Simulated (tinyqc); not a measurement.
A run and its error bars: classical Heisenberg spin chain: exact results, Metropolis, heat-bath and over-relaxation steps, and a Monte Carlo run. Computed by tinyqc, a small Python program. Command: `OMP_NUM_THREADS=1 python tinyqc.py 3130281 3130282 out.jsonl heismc walk`. One thread of a shared host (Intel(R) Xeon(R) Processor @ 2.30GHz), about 0.3 s of CPU time with the checks.

E = -J sum_i s_i . s_(i+1) for unit vectors s_i on an open chain; K = J/(k_B T).

Inputs (values chosen for the exercise, for a model chain of large moments):
```
quantity                     value  unit
coupling J                      39   meV
temperature T                  107     K
moment mu                      3.4  mu_B
length N of the open chain       8     -
seed                        902762     -
```

Update: heat bath with over-relaxation.

Constants: k_B = 8.617333262e-05 eV/K; mu_B = 5.7883818060e-05 eV/T.

Method:
- Each bond angle is independent, so u = <s_i . s_(i+1)> = coth K - 1/K, <s_i . s_(i+n)> = u^n, correlation length xi = -1/ln|u|, energy per bond -J u, heat capacity per bond c/k_B = 1 - K^2/sinh^2 K, and for the long chain chi = mu^2 (1 + u)/(3 k_B T (1 - u)) per spin.
- For N spins, <|sum s|^2>/N = (1 + u)/(1 - u) - 2 u (1 - u^N)/(N (1 - u)^2); the long chain has (1 + u)/(1 - u), chi over the Curie value, and the difference is relative to it.
- From the ordered state (alternating for J < 0), with each spin drawn from exp(h . s), h = K x sum of neighbours, 200 sweeps are discarded and 1600 recorded (even and odd sites in turn, each heat-bath sweep followed by two sweeps of reflections; random numbers not printed, so these rows are one sample). Errors are the scatter of block means over sqrt(number of blocks).

K = 4.22968

u = 0.764000

<|sum s|^2>/N = 4.44331

Blocking:
```
block length  mean bond product      error  <|sum s|^2>/N     error
1                       0.76572  0.0022173         4.5558  0.037724
4                       0.76572  0.0026052         4.5558  0.045908
16                      0.76572  0.0028456         4.5558  0.050880
40                      0.76572  0.0025037         4.5558  0.046451
80                      0.76572  0.0024766         4.5558  0.049883
```

What follows from these numbers?

With blocks of 40 the bond product is 0.7 error bars from the exact u = 0.7640, and <|sum s|^2>/N is 2.4 from the exact 4.443. Blocking to 40 changes the two errors by factors 1.1 and 1.2.
